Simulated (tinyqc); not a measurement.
Transfer curve: field-effect mobility of a thin-film transistor with band-tail and deep states (multiple trapping). Computed by tinyqc, a small Python program. Command: `OMP_NUM_THREADS=1 python tinyqc.py 3031781 3031782 out.jsonl tft walk`. One thread of a shared host (Intel(R) Xeon(R) Processor @ 2.30GHz), about 0.09 s of CPU time with the checks.

A thick film in accumulation at small drain voltage. Only free electrons move; trapped ones still screen the gate. N_c and mu_0 are held fixed when T changes, leaving out the T^(3/2) growth of N_c. x = E_0 - psi is the distance of the Fermi level below the band edge.

Inputs (values chosen for the exercise, modelled on nanocrystalline ZnO):

| quantity | value | unit |
|---|---|---|
| permittivity eps | 8.5 | - |
| effective density of states N_c | 3.8e+18 | 1/cm^3 |
| band mobility mu_0 | 43 | cm^2/(V s) |
| tail density at the edge g_t | 2.2e+20 | 1/(eV cm^3) |
| tail width E_t | 37 | meV |
| flat-band Fermi level below the edge, E_0 | 0.45 | eV |
| equivalent oxide thickness t | 28 | nm |
| temperature T | 350 | K |

Deep states: none.

Constants: k_B = 8.617333262e-05 eV/K; e = 1.602176634e-19 C; eps_0 = 8.8541878128e-12 F/m.

Method:
- F_j(eta) = int_0^infinity x^j/(1 + exp(x - eta)) dx, without a gamma-function factor.
- Integrals over x = E/(k_B T) use 160 Gauss-Legendre points in u = sqrt(x) from 0 to sqrt(max(eta, 0) + 32).
- Free n(x) = N_c (2/sqrt(pi)) F_1/2(-x/k_B T), with F_1/2 from its two-term series in exp(-x/k_B T) for x >= 12 k_B T; tail n_t(x) = int_0^1.2eV g_t exp(-E/E_t)/(1 + exp((x - E)/k_B T)) dE, E counted down from the edge, 120 Gauss-Legendre points; space charge rho(psi) = n + n_t less its value at psi = 0.
- Poisson: F(psi) = sqrt((2 e/(eps eps_0)) int_0^psi rho dpsi'); V_G - V_FB = psi_s + eps F(psi_s) t/3.9; free sheet density N_f = int (n - n(E_0))/F dpsi; induced sheet density N_i = eps eps_0 F(psi_s)/e; trapezoid rule on 301 even points in psi, the first interval left out of N_f.
- mu_eff = mu_0 N_f/N_i; field-effect mobility mu_FE = mu_0 e (dN_f/dV_G)/C_ox and swing S = dV_G/dlog10(N_f), by a central difference of +/- 2 mV in psi_s; C_ox = 3.9 eps_0/t.

Against the band bending:

| psi_s (V) | V_G - V_FB (V) | N_f (1/cm^2) | mu_eff (cm^2/(V s)) | mu_FE (cm^2/(V s)) | S (mV/decade) |
|---|---|---|---|---|---|
| 0.16 | 0.2448 | 9.3897e+08 | 0.619 | 0.464 | 260.1 |
| 0.23 | 0.4470 | 3.6758e+09 | 0.946 | 1.059 | 446.7 |
| 0.28 | 0.6919 | 9.9584e+09 | 1.351 | 1.811 | 707.7 |
| 0.32 | 0.9961 | 2.2421e+10 | 1.853 | 2.777 | 1039.0 |
| 0.36 | 1.4475 | 5.1112e+10 | 2.626 | 4.366 | 1506.3 |
| 0.40 | 2.0969 | 1.1750e+11 | 3.868 | 7.176 | 2106.8 |
| 0.43 | 2.7330 | 2.1824e+11 | 5.294 | 10.638 | 2639.6 |
| 0.46 | 3.4938 | 3.9531e+11 | 7.279 | 15.436 | 3294.5 |
| 0.50 | 4.6841 | 8.0323e+11 | 10.724 | 22.607 | 4570.2 |

What follows from these numbers?

The steepest swing among the rows is 260 mV/decade. mu_eff climbs from 0.62 to 11, 25 % of mu_0 in the last row. Between rows 6 and 7 N_f scales as (V_G - V_FB - psi_s)^2.03; an exponential tail holding all the charge would give the larger of 1 and 2 E_t/k_B T - 1, here 1.45, and free charge alone 1.
